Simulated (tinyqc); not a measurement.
Worked calculation: Hubbard ring of 3 sites. Computed by tinyqc, a small Python program that keeps every step. Settings: hopping = 0.66, U = 7.0, mixing = 1, iteration cap = 82. Command: `OMP_NUM_THREADS=1 python tinyqc.py 24619 24620 out.jsonl` (the two numbers bound the seeds that draw the settings). One thread of a shared host (Intel(R) Xeon(R) Processor @ 2.60GHz), about 0.2 s of CPU time with the checks. Later iterations appear only in the table of the cycle.

## Mean-field iteration 1

one-body matrix (hopping and site energies) (eV), lower triangle:
```
           1          2         3
1   0.000000
2  -0.660000   0.000000
3  -0.660000  -0.660000  0.000000
```

U = 7.000000 eV

electrons, up and down: 1  1

mixing = 1

n(up) at the start (a guess, not normalised): 1 0.383000, 2 0.283000, 3 0.383000

n(down) at the start (a guess): 1 0.283000, 2 0.383000, 3 0.283000

H(up) = T + U n(down), H(down) = T + U n(up); fill the lowest levels; n(new) = n + mixing (n(out) - n); E = tr T (rho up + rho down) + U sum n_up n_down of the output.

levels, up (eV): 0.846184  2.641000  3.155816

levels, down (eV): 1.067405  2.934595  3.341000

energy = -0.439422 eV

n(up) after iteration 1: 1 0.397210, 2 0.205581, 3 0.397210

n(down) after iteration 1: 1 0.244644, 2 0.510711, 3 0.244644

## Mean-field iteration 2

As before.

levels, up (eV): 0.744697  2.372511  3.882793

levels, down (eV): 0.786148  2.773385  3.440467

energy = -0.745967 eV

n(up) after iteration 2: 1 0.450955, 2 0.098089, 3 0.450955

n(down) after iteration 2: 1 0.164278, 2 0.671445, 3 0.164278

## Convergence

Each step fills the lowest levels of T + U n(other spin) and sets n(new) = n + mixing (n(out) - n); stop when output and input agree to 1e-8.

Course of the cycle:
```
iteration       E (eV)  largest |n(out) - n(in)|  mean |n_up - n_down|
1          -0.43942159                  1.28e-01              0.203420
2          -0.74596654                  1.61e-01              0.382237
3          -1.01665074                  1.77e-01              0.536762
4          -1.06335019                  4.59e-02              0.581254
5          -1.06588914                  1.26e-02              0.591598
6          -1.06597367                  1.62e-03              0.593153
7          -1.06597620                  3.82e-04              0.593467
8          -1.06597628                  4.78e-05              0.593513
9          -1.06597628                  1.12e-05              0.593522
10         -1.06597628                  1.40e-06              0.593524
11         -1.06597628                  3.28e-07              0.593524
12         -1.06597628                  4.09e-08              0.593524
13         -1.06597628                  9.59e-09              0.593524
```

local moments n_up - n_down: 1 0.445143, 2 -0.890286, 3 0.445143

Converged in 13 iterations. Before convergence this energy mixes input and output and is not variational, so it may rise towards its limit.

## The many-body Hamiltonian

Basis: all placements (u, d, 2, 0 on each site), up operators ordered before down ones; hops carry the sign of the same-spin electrons passed.

H (eV), lower triangle:
```
           200        ud0        u0d        du0        020        0ud        d0u        0du
200   7.000000
ud0  -0.660000   0.000000
u0d  -0.660000  -0.660000   0.000000
du0  -0.660000   0.000000   0.000000   0.000000
020   0.000000  -0.660000   0.000000  -0.660000   7.000000
0ud   0.000000   0.000000  -0.660000  -0.660000  -0.660000   0.000000
d0u  -0.660000   0.000000   0.000000  -0.660000   0.000000   0.000000   0.000000
0du   0.000000  -0.660000   0.000000   0.000000  -0.660000   0.000000  -0.660000   0.000000
002   0.000000   0.000000  -0.660000   0.000000   0.000000  -0.660000  -0.660000  -0.660000

          002
002  7.000000
```

## Exact diagonalisation (9 states)

Lowest levels of the sector, and the double occupancy of the lowest state.

lowest levels (eV): -1.719649  -0.660000  -0.660000  0.525443  0.525443  1.320000

double occupancy per site = 0.014608

The mean-field solution above lies 0.6537 eV above the exact energy.

## The lowest level by Lanczos steps

From a random start vector (not printed): a_j = <q_j|H|q_j>, b_j = norm of the remainder after orthogonalising; the Ritz value is the lowest eigenvalue of the tridiagonal matrix of a and b so far.

Lanczos:
```
j   a_j (eV)  b_j (eV)  lowest Ritz value (eV)
1   0.333010  3.022239              0.33301015
2   5.067296  2.433729             -1.13876568
3   0.922891  0.591957             -1.69600746
4   3.459024  3.177453             -1.71063664
5   4.326856  1.166682             -1.71778211
6  -0.109077         0             -1.71964911
```
